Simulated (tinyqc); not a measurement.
# Changing the anneal time t

Model: equilibrium and kinetic segregation of a solute to boundaries and growing surfaces. Computed by tinyqc, a small Python program. Command: `OMP_NUM_THREADS=1 python tinyqc.py 3014041 3014042 out.jsonl segreg sweep`. One thread of a shared host (Intel(R) Xeon(R) Processor @ 2.30GHz), about 0.01 s of CPU time with the checks.

Inputs (values chosen for the exercise, modelled on arsenic in polycrystalline silicon):
```
quantity,value,unit
segregation energy Q,0.401,eV
interaction z w (positive attracts),0.05,eV
total solute fraction x0,0.00059,-
temperature T,875,K
grain size d,23,nm
boundary thickness delta,0.74,nm
bulk diffusivity D,1.1e-19,m^2/s
mixing,0.3,-
```

Isotherm: Fowler-Guggenheim.

Constants: k_B = 8.617333262e-05 eV/K.

Method:
- With theta the solute fraction on boundary sites and x that in the grains, theta/(1 - theta) = [x/(1 - x)] exp[(Q + z w theta)/(k_B T)].
- The coverage theta_inf is that for x = x0. Start at theta = 0; theta(new) = theta + mixing (theta(out) - theta); stop below 1e-10, 80 steps at most.
- McLean kinetics from a uniform start, fed from both sides, with a constant enrichment beta = theta_inf/x0: (theta - x0)/(theta_inf - x0) = 1 - exp(s^2) erfc(s), s = 2 sqrt(D t)/(beta delta); half filling at s = 0.7691, t = (0.7691 beta delta/2)^2/D. D is an input and does not follow T.

One run for each value:
```
anneal time t (s),degree of filling,s
0.047,0.0011,0.0010
0.19,0.0023,0.0020
0.81,0.0047,0.0041
3.4,0.0095,0.0085
14,0.0191,0.0172
58,0.0383,0.0350
240,0.0756,0.0712
1000,0.1450,0.1454
4200,0.2640,0.2980
```

What does the table show, and why?

Over the rows, degree of filling rises from 0.00112 to 0.264 (exponent d ln y / d ln x 0.50 between the first rows and 0.42 between the last); s rises from 9.97e-4 to 0.298 (exponent d ln y / d ln x about 0.50 throughout). At the low end the exponent of degree of filling is 0.50, close to 0.50: early filling goes as sqrt(D t).

Caution (all rows): half of theta_inf exceeds the equilibrium coverage of grains of this size, so half filling is never reached in them. Caution (rows 1000, 4200): sqrt(D t) reaches across the grain, so the semi-infinite solution overstates the filling.

Extremes, crossings and ranges named in words are read from the listed rows.
